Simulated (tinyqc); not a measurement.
Straight dislocations in isotropic elasticity: fields, energies, partials, Peierls stress and walls: one step, computed by the program tinyqc.

The line runs along z, the glide plane is y = 0, and beta is the angle between b and the line (0 screw, 90 degrees edge): b_e = b sin(beta) along +x with the extra half plane at y > 0, b_s = b cos(beta). Stress is positive in tension.

Question. Peierls-Nabarro core of the undissociated dislocation. Energy factor K = G [cos^2(beta) + sin^2(beta)/(1 - nu)]. Misfit energy gamma(u) = (gamma_us/2)(1 - cos(2 pi u/b)), so the largest restoring stress is tau_max = pi gamma_us/b; u(x) = b/2 + (b/pi) arctan(x/zeta), zeta = K b/(4 pi tau_max). Summing the misfit energy over atomic rows a' apart gives, for a wide core, W_P = (K b^2/pi) exp(-2 pi zeta/a') and sigma_P = (K b/a') exp(-2 pi zeta/a'); a' = b/2 for edge and 30-degree lines, b sqrt(3)/2 for screw and 60-degree lines.

Inputs (values chosen for the exercise, for a model fcc or diamond crystal): Burgers vector b = 2.519 angstrom; unstable fault energy gamma_us = 272 mJ/m^2.

Character: screw.

energy factor K = 61.2 GPa

Constants: 1 eV/angstrom^3 = 160.2176634 GPa.

Give: tau_max; half width zeta; row spacing a'; Peierls barrier W_P; Peierls stress sigma_P.

Answer.

tau_max = 3.392 GPa

half width zeta = 3.616 angstrom

row spacing a' = 2.182 angstrom

Peierls barrier W_P = 0.2311 meV/nm

Peierls stress sigma_P = 2.116 MPa
